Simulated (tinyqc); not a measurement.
Inside a calculation. Method: Hueckel theory of the pi electrons with the omega technique, for the molecule O=CC1=Cc2ccccc21 (SMILES; centres numbered as the heavy atoms are written). One step of it, computed by the program tinyqc.

Task: Omega technique, round 1. h_r = h_r(0) + omega q_r, omega = 1.4, with q_r = z_r - P_rr.

Hueckel matrix in units of beta (H = alpha + beta A):
```
           1O        2C        3C        4C        5C        6C        7C        8C
1O   0.910000  0.950000  0.000000  0.000000  0.000000  0.000000  0.000000  0.000000
2C   0.950000  0.000000  1.000000  0.000000  0.000000  0.000000  0.000000  0.000000
3C   0.000000  1.000000  0.000000  1.000000  0.000000  0.000000  0.000000  0.000000
4C   0.000000  0.000000  1.000000  0.000000  1.000000  0.000000  0.000000  0.000000
5C   0.000000  0.000000  0.000000  1.000000  0.000000  1.000000  0.000000  0.000000
6C   0.000000  0.000000  0.000000  0.000000  1.000000  0.000000  1.000000  0.000000
7C   0.000000  0.000000  0.000000  0.000000  0.000000  1.000000  0.000000  1.000000
8C   0.000000  0.000000  0.000000  0.000000  0.000000  0.000000  1.000000  0.000000
9C   0.000000  0.000000  0.000000  0.000000  0.000000  0.000000  0.000000  1.000000
10C  0.000000  0.000000  1.000000  0.000000  1.000000  0.000000  0.000000  0.000000

           9C       10C
1O   0.000000  0.000000
2C   0.000000  0.000000
3C   0.000000  1.000000
4C   0.000000  0.000000
5C   0.000000  1.000000
6C   0.000000  0.000000
7C   0.000000  0.000000
8C   1.000000  0.000000
9C   0.000000  1.000000
10C  1.000000  0.000000
```

charge and bond-order matrix P:
```
            1O         2C         3C         4C         5C         6C         7C         8C
1O    1.602812   0.665128  -0.182980  -0.318453   0.105614   0.157926  -0.070292  -0.108979
2C    0.665128   0.773079   0.597680   0.223606  -0.212660  -0.114096   0.118855   0.092071
3C   -0.182980   0.597680   1.098440   0.687550  -0.062899  -0.243835   0.044752   0.109032
4C   -0.318453   0.223606   0.687550   0.672909   0.342094   0.166261   0.077080  -0.151245
5C    0.105614  -0.212660  -0.062899   0.342094   1.041096   0.663009  -0.029736  -0.307738
6C    0.157926  -0.114096  -0.243835   0.166261   0.663009   0.915410   0.608928   0.076691
7C   -0.070292   0.118855   0.044752   0.077080  -0.029736   0.608928   1.021837   0.700824
8C   -0.108979   0.092071   0.109032  -0.151245  -0.307738   0.076691   0.700824   0.928080
9C    0.058588  -0.113354  -0.035664  -0.275786   0.023445  -0.215843  -0.017066   0.585929
10C   0.054608  -0.072076   0.219788   0.139026   0.534070  -0.070312  -0.330738   0.068263

            9C        10C
1O    0.058588   0.054608
2C   -0.113354  -0.072076
3C   -0.035664   0.219788
4C   -0.275786   0.139026
5C    0.023445   0.534070
6C   -0.215843  -0.070312
7C   -0.017066  -0.330738
8C    0.585929   0.068263
9C    1.013409   0.717961
10C   0.717961   0.932927
```

Centres:

| centre | z_r, pi electrons of the neutral centre | h |
|---|---|---|
| 1O | 1 | 0.910000 |
| 2C | 1 | 0.000000 |
| 3C | 1 | 0.000000 |
| 4C | 1 | 0.000000 |
| 5C | 1 | 0.000000 |
| 6C | 1 | 0.000000 |
| 7C | 1 | 0.000000 |
| 8C | 1 | 0.000000 |
| 9C | 1 | 0.000000 |
| 10C | 1 | 0.000000 |

Give: matrix after round 1.

Result:

matrix after round 1:
```
         1O      2C       3C      4C       5C      6C       7C      8C
1O   0.0661  0.9500   0.0000  0.0000   0.0000  0.0000   0.0000  0.0000
2C   0.9500  0.3177   1.0000  0.0000   0.0000  0.0000   0.0000  0.0000
3C   0.0000  1.0000  -0.1378  1.0000   0.0000  0.0000   0.0000  0.0000
4C   0.0000  0.0000   1.0000  0.4579   1.0000  0.0000   0.0000  0.0000
5C   0.0000  0.0000   0.0000  1.0000  -0.0575  1.0000   0.0000  0.0000
6C   0.0000  0.0000   0.0000  0.0000   1.0000  0.1184   1.0000  0.0000
7C   0.0000  0.0000   0.0000  0.0000   0.0000  1.0000  -0.0306  1.0000
8C   0.0000  0.0000   0.0000  0.0000   0.0000  0.0000   1.0000  0.1007
9C   0.0000  0.0000   0.0000  0.0000   0.0000  0.0000   0.0000  1.0000
10C  0.0000  0.0000   1.0000  0.0000   1.0000  0.0000   0.0000  0.0000

          9C     10C
1O    0.0000  0.0000
2C    0.0000  0.0000
3C    0.0000  1.0000
4C    0.0000  0.0000
5C    0.0000  1.0000
6C    0.0000  0.0000
7C    0.0000  0.0000
8C    1.0000  0.0000
9C   -0.0188  1.0000
10C   1.0000  0.0939
```
